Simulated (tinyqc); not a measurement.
Effective-mass impurity with a central-cell term, in a basis of Slater functions: one step, computed by the program tinyqc. Command: `OMP_NUM_THREADS=1 python tinyqc.py 3000019 3000020 out.jsonl centralcell walk`. One thread of a shared host (Intel(R) Xeon(R) Processor @ 2.30GHz), about 0.01 s of CPU time with the checks.

The envelope obeys H = -nabla^2 - (2/r) [Z + A exp(-kappa r)] in effective units, with kappa = a*/lambda; positive A deepens the well near the core.

Task: Matrices over the s basis. zeta_i = zeta_1 beta^(i-1), i = 1..n. For s functions exp(-zeta r), with s = zeta_i + zeta_j: S = 2/s^3, T = zeta_i zeta_j S, V = -2 Z/s^2, W = -2 A/(s + kappa)^2; each function is normalised by dividing by sqrt(S_ii S_jj).

Inputs (values chosen for the exercise, with mass and screening modelled on silicon): charge Z of the core = 1; central-cell strength A = 0.8; basis size n = 4; smallest exponent zeta_1 = 0.36 1/a*; ratio beta of exponents = 2.7.

Impurity: donor, one isotropic band.

kappa = 9.367449 1/a*

Give: exponents; overlap S; kinetic T; Coulomb V; central cell W.

Result:

exponents (1/a*): [0.36, 0.972, 2.6244, 7.08588]

overlap S:
```
[[1.000, 0.701, 0.276, 0.079],
 [0.701, 1.000, 0.701, 0.276],
 [0.276, 0.701, 1.000, 0.701],
 [0.079, 0.276, 0.701, 1.000]]
```

kinetic T (Ry*):
```
[[0.1296, 0.2452, 0.2611, 0.2014],
 [0.2452, 0.944784, 1.787, 1.904],
 [0.2611, 1.787, 6.887, 13.03],
 [0.2014, 1.904, 13.03, 50.21]]
```

Coulomb V (Ry*):
```
[[-0.72, -0.9333, -0.8248, -0.5879],
 [-0.9333, -1.944, -2.520, -2.227],
 [-0.8248, -2.520, -5.2488, -6.804],
 [-0.5879, -2.227, -6.804, -14.17176]]
```

central cell W (Ry*):
```
[[-0.002934, -0.01157, -0.03852, -0.09224],
 [-0.01157, -0.04593, -0.1552, -0.3810],
 [-0.03852, -0.1552, -0.5415, -1.410],
 [-0.09224, -0.3810, -1.410, -4.109]]
```
